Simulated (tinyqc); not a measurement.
# Surface potential of a MOS transistor: implicit equation and explicit approximations: effects of single changes

p-type body, charge-sheet picture, depletion and inversion only, full ionisation (an idealisation for deep acceptors), Boltzmann statistics (rough once Na exp(x - xn) passes about Nc/7). In units of Vt: xg = (Vg - Vfb)/Vt, x = psi/Vt, G = gamma/sqrt(Vt), xn = (2 phiF + Vc)/Vt. The implicit equation is (xg - x)^2 = G^2 [x - 1 + exp(x - xn)] for x above about 3. Cox = eps0 eox/tox.

Parameters, values chosen for the exercise; band and dielectric values close to those of silicon: temperature T = 300 K; band gap Eg = 1.13 eV; relative permittivity eps_r = 11.8; conduction-band density of states at T Nc = 2.85e19 cm^-3; valence-band density of states at T Nv = 2.7e19 cm^-3; relative permittivity of the gate insulator (close to zirconium oxide) eox = 25.6; insulator thickness tox = 72 nm; acceptor density Na = 9.8e17 cm^-3; flat-band voltage Vfb = -0.36 V; channel-body voltage Vc = 0.2 V; gate-body voltage Vg = 2.75 V.

Constants: q = 1.602176634e-19 C, kB = 1.380649e-23 J/K, Vt = kB T/q, eps0 = 8.8541878128e-14 F/cm where lengths are in cm. Results are converted to the units shown.

Each table varies one quantity; the others keep the values above.

## Accuracy of the approximations against gate voltage

ni = sqrt(Nc Nv) exp(-Eg/(2 Vt)), Eg in volts; phiF = Vt ln(Na/ni); gamma = sqrt(2 q eps0 eps_r Na)/Cox; VT = Vfb + Vt (xn + G sqrt(xn - 1)). Depletion value a = 1 + [sqrt(G^2/4 + xg - 1) - G/2]^2; inversion value b = xn + ln[(xg - xn)^2/G^2 - xn + 1] and first guess y = min(a, b) - ln(1 + exp(-|a - b|)) if a > xn + 1, else b = y = a; one second-order correction with D = exp(y - xn), p = 2 (xg - y) + G^2 (1 + D), w = (xg - y)^2 - G^2 (y - 1 + D): z = y + 2 w/(p + sqrt(p^2 - 2 (2 - G^2 D) w)), or the Newton step z = y + w/p where the root is not real. N_inv = (Cox Vt G/q) [sqrt(x - 1 + exp(x - xn)) - sqrt(x - 1)] at the root. Lambert form (Cox m Vt/q) W0[(G/(2 m sqrt(xn - 1))) exp((Vg - VT)/(m Vt))], m = 1 + G/(2 sqrt(xn - 1)). Errors under 1e-4 mV, and the linear form below VT, are printed as 0.

Accuracy of the approximations against gate voltage:
```
Vg (V)  psi (V)   x - xn  error of y (mV)  error of z (mV)  N_inv (cm^-2)  Cox (Vg - VT)/q (cm^-2)  Lambert form (cm^-2)
2.33     0.9453   -8.194          3.48e-3                0        1.332e7                        0               9.876e6
2.53      1.049   -4.178            0.188                0        6.999e8                        0               6.348e8
2.73      1.148  -0.3682             8.24          -0.0435       3.007e10                        0              3.006e10
2.93      1.201    1.707             10.3           -0.280       2.282e11                 3.883e11              2.309e11
3.13      1.225    2.610             9.65           -0.276       5.370e11                 7.813e11              5.432e11
3.33      1.239    3.149             7.53           -0.126       8.799e11                 1.174e12              8.897e11
3.53      1.248    3.533             6.19          -0.0682       1.237e12                 1.567e12              1.251e12
3.73      1.256    3.834             5.30          -0.0418       1.602e12                 1.960e12              1.619e12
3.93      1.263    4.082             4.65          -0.0279       1.973e12                 2.353e12              1.993e12
```

What does the comparison show?

psi rises from 0.945 to 1.26 V and ends 4.1 Vt above 2 phiF + Vc. Among the rows the first guess is off by at most 10 mV (at Vg = 2.93 V) and the corrected value by at most 0.28 mV. In the last row the linear form is 19 % above N_inv and the Lambert form 1.0 % above it; in the first row the Lambert form is 26 % below it. For Vg = 2.93, 3.13, 3.33, 3.53, 3.73, 3.93 the electron quasi-Fermi level lies less than 2 Vt below the band edge at the surface, or above it, where degeneracy and confinement, left out, matter.

## Effect of the acceptor density at fixed gate voltage

Same model as above.

Vfb is held fixed.

Results:
```
Na (cm^-3)  psi (V)  x - xn  error of y (mV)  error of z (mV)  N_inv (cm^-2)  Cox (Vg - VT)/q (cm^-2)  Lambert form (cm^-2)
3.3e16        1.167   7.144             4.96          -0.0350       3.118e12                 3.540e12              3.189e12
6.7e16        1.183   6.380             4.78          -0.0309       2.780e12                 3.178e12              2.835e12
1.4e17        1.200   5.534             4.82          -0.0317       2.290e12                 2.663e12              2.329e12
2.8e17        1.212   4.620             5.44          -0.0459       1.649e12                 1.991e12              1.674e12
5.8e17        1.213   3.222             8.37           -0.178       7.297e11                 1.000e12              7.394e11
2.4e18       0.7266  -18.45                0                0          841.3                        0                 168.1
```

Estimate the missing row, Na = 1.2e18 cm^-3.

Computed row:
```
Na (cm^-3)  psi (V)  x - xn  error of y (mV)  error of z (mV)  N_inv (cm^-2)  Cox (Vg - VT)/q (cm^-2)  Lambert form (cm^-2)
1.2e18        1.061  -4.121            0.209                0        8.153e8                        0               7.399e8
```

With this row back in the table: As Na goes from 3.3e16 to 2.4e18, psi goes from 1.17 through a maximum of 1.21 (at Na = 5.8e17 among the rows listed) to 0.727 V, x - xn falls from 7.14 to -18.4 and N_inv falls from 3.12e12 to 841 cm^-2. The Lambert form lies between 0.200 and 1.02 times N_inv. For Na = 3.3e16, 6.7e16, 1.4e17, 2.8e17, 5.8e17 the electron quasi-Fermi level lies less than 2 Vt below the band edge at the surface, or above it, where degeneracy and confinement, left out, matter.

Numbers from tinyqc (`OMP_NUM_THREADS=1 python tinyqc.py 2122172 2122173 out.jsonl`; about 0.01 s on one thread of a shared Intel Xeon 2.30GHz).
